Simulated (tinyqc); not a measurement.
Interband optics of a two-band s-p chain from momentum matrix elements: one step. Hamiltonian and velocity at one k. Four cases, with inputs chosen for the exercise.

Task: Form H and W = dH/dk.

H(k) = [[Es - 2 ts cos ka, 2i V sin ka], [-2i V sin ka, Ep_ + 2 tp cos ka]] in the basis s, p; the lower band is full, with two electrons a cell. The velocity operator times hbar is W = dH/dk (eV angstrom); intra-atomic dipoles are left out.

Case 1.

Values chosen:
- a = 3.56 angstrom (period)
- Es = 3.99 eV (upper orbital (s))
- Ep_ = -1.72 eV (lower orbital (p))
- ts = 0.61 eV (s-s hopping)
- tp = 0.22 eV (p-p hopping)
- V = 1.27 eV (s-p hopping)
- k = 0.45 2 pi/a (wave vector)

Case 2.

Values chosen:
- a = 3.09 angstrom (period)
- Es = 2.48 eV (upper orbital (s))
- Ep_ = -2.47 eV (lower orbital (p))
- ts = 0.41 eV (s-s hopping)
- tp = 0.56 eV (p-p hopping)
- V = 1.1 eV (s-p hopping)
- k = 0.14 2 pi/a (wave vector)

Case 3.

Values chosen:
- a = 2.34 angstrom (period)
- Es = 3.33 eV (upper orbital (s))
- Ep_ = -2.27 eV (lower orbital (p))
- ts = 0.4 eV (s-s hopping)
- tp = 0.55 eV (p-p hopping)
- V = 0.5 eV (s-p hopping)
- k = 0.05 2 pi/a (wave vector)

Case 4.

Values chosen:
- a = 2.74 angstrom (period)
- Es = 1.99 eV (upper orbital (s))
- Ep_ = -2.53 eV (lower orbital (p))
- ts = 0.34 eV (s-s hopping)
- tp = 0.24 eV (p-p hopping)
- V = 0.67 eV (s-p hopping)
- k = 0.47 2 pi/a (wave vector)

Give: H; W.

Result:

Case 1.

H (eV):
```
          s        p
s    5.1503  0.7849i
p  -0.7849i  -2.1385
```

W (eV angstrom):
```
         s         p
s   1.3421  -8.5998i
p  8.5998i   -0.4840
```

Case 2.

H (eV):
```
          s        p
s    1.9573  1.6951i
p  -1.6951i  -1.7561
```

W (eV angstrom):
```
          s        p
s    1.9523  4.3332i
p  -4.3332i  -2.6666
```

Case 3.

H (eV):
```
          s        p
s    2.5692  0.3090i
p  -0.3090i  -1.2238
```

W (eV angstrom):
```
          s        p
s    0.5785  2.2255i
p  -2.2255i  -0.7954
```

Case 4.

H (eV):
```
          s        p
s    2.6580  0.2511i
p  -0.2511i  -3.0015
```

W (eV angstrom):
```
         s         p
s   0.3491  -3.6066i
p  3.6066i   -0.2464
```

Computed by tinyqc, one run a case: `OMP_NUM_THREADS=1 python tinyqc.py N N+1 out.jsonl` with N = 1681649, 1681825, 1681907, 1682082; one thread of a shared Intel(R) Xeon(R) Processor @ 2.30GHz, about 0.02 s a run at most.
